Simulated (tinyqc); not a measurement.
Inside a calculation. Model: capacitance of parallel on-chip lines from Laplace's equation on a mesh.

Numbers from tinyqc (`OMP_NUM_THREADS=1 python tinyqc.py 2790211 2790212 out.jsonl`; about 1 s on one thread of a shared Intel Xeon 2.30GHz). Printed values are rounded.

Cross-section of an endless row of equal lines between two grounded planes; neighbours are driven in antiphase (+1 V and -1 V), so the plane midway between two lines is at 0 V. By symmetry one quarter is solved: x runs from the centre of a line (column 0, mirror) to that midplane (column 3, 0 V), y from the mid-height of the line (row 0, mirror) to the ground plane (row 4, 0 V). The line fills columns 0 to 1 and rows 0 to 2 at 1 V. Cells beside the line (below row 2) have e2, cells above have e1. Each link between nodes has the conductance g = mean permittivity of the two cells beside it (a cell beyond a mirror counts as 0), and the free nodes obey sum g (V_neighbour - V) = 0.

Values chosen for this exercise:
- e1 = 2.7 (relative permittivity above and below the lines)
- e2 = 2.7 (relative permittivity between the lines)
- om = 1.2 (over-relaxation factor)

Constants: eps0 = 8.8541878128e-12 F/m. Results are converted to the units shown.

## Link conductances

gx[j, i] joins node (row j, column i) to column i + 1, gy[j, i] to row j + 1.

gx:

|  | col 0 | col 1 | col 2 |
|---|---|---|---|
| row 0 | 1.35 | 1.35 | 1.35 |
| row 1 | 2.7 | 2.7 | 2.7 |
| row 2 | 2.7 | 2.7 | 2.7 |
| row 3 | 2.7 | 2.7 | 2.7 |
| row 4 | 1.35 | 1.35 | 1.35 |

gy:

|  | col 0 | col 1 | col 2 | col 3 |
|---|---|---|---|---|
| row 0 | 1.35 | 2.7 | 2.7 | 1.35 |
| row 1 | 1.35 | 2.7 | 2.7 | 1.35 |
| row 2 | 1.35 | 2.7 | 2.7 | 1.35 |
| row 3 | 1.35 | 2.7 | 2.7 | 1.35 |

## Iteration 1: relaxation sweep

V at the start (V):

|  | col 0 | col 1 | col 2 | col 3 |
|---|---|---|---|---|
| row 0 | 1 | 1 | 0 | 0 |
| row 1 | 1 | 1 | 0 | 0 |
| row 2 | 1 | 1 | 0 | 0 |
| row 3 | 0 | 0 | 0 | 0 |
| row 4 | 0 | 0 | 0 | 0 |

One sweep visits the free nodes row by row from row 0, left to right, and replaces V by V + om (weighted mean of the neighbours - V), using new values at once.

V after sweep 1 (V):

|  | col 0 | col 1 | col 2 | col 3 |
|---|---|---|---|---|
| row 0 | 1.00000 | 1.00000 | 0.30000 | 0.00000 |
| row 1 | 1.00000 | 1.00000 | 0.39000 | 0.00000 |
| row 2 | 1.00000 | 1.00000 | 0.41700 | 0.00000 |
| row 3 | 0.30000 | 0.39000 | 0.24210 | 0.00000 |
| row 4 | 0.00000 | 0.00000 | 0.00000 | 0.00000 |

## Iteration 2: relaxation sweep

As before.

V after sweep 2 (V):

|  | col 0 | col 1 | col 2 | col 3 |
|---|---|---|---|---|
| row 0 | 1.00000 | 1.00000 | 0.47400 | 0.00000 |
| row 1 | 1.00000 | 1.00000 | 0.48930 | 0.00000 |
| row 2 | 1.00000 | 1.00000 | 0.43602 | 0.00000 |
| row 3 | 0.47400 | 0.43683 | 0.21344 | 0.00000 |
| row 4 | 0.00000 | 0.00000 | 0.00000 | 0.00000 |

## Course of the relaxation

Stop when no node changes by 1e-7 V. C = 4 eps0 sum g (difference of V along the link)^2, in aF/um.

Course of the iteration:

| sweep | C (aF/um) | largest change (V) |
|---|---|---|
| 1 | 222.692 | 0.417 |
| 2 | 211.596 | 0.174 |
| 3 | 211.340 | 0.0248 |
| 4 | 211.307 | 0.0106 |
| 5 | 211.306 | 1.78e-3 |
| 6 | 211.306 | 6.78e-4 |
| 7 | 211.306 | 6.15e-5 |
| 8 | 211.306 | 1.57e-5 |
| 9 | 211.306 | 2.29e-6 |
| 10 | 211.306 | 1.47e-6 |
| 11 | 211.306 | 1.16e-7 |
| 12 | 211.306 | 5.65e-8 |

Converged in 12 sweeps. Over the last four sweeps the change shrinks by about 0.24 a sweep. C comes down from above, since the solution minimises the energy.

## Capacitance per length

converged V (V):

|  | col 0 | col 1 | col 2 | col 3 |
|---|---|---|---|---|
| row 0 | 1.00000 | 1.00000 | 0.48884 | 0.00000 |
| row 1 | 1.00000 | 1.00000 | 0.47767 | 0.00000 |
| row 2 | 1.00000 | 1.00000 | 0.42185 | 0.00000 |
| row 3 | 0.45853 | 0.41707 | 0.20973 | 0.00000 |
| row 4 | 0.00000 | 0.00000 | 0.00000 | 0.00000 |

C = 4 eps0 sum g (difference of V)^2 over all links (twice the energy of the four quarters, line at 1 V). Plate estimate without fringing: eps0 [2 e1 w/hd + 2 e2 t/(s/2)], w = 2 hx, t = 4 hx, s/2 = 2 hx, hd = 2 hx.

C = 211.306 aF/um
plate estimate = 143.438 aF/um

C depends on the shape only, not on the mesh step hx. Meshes 6, 12 and 24 times finer extrapolate (Aitken) to 196.6 aF/um; this mesh is 7.5 % above that, and the plate estimate is 27 % below it.
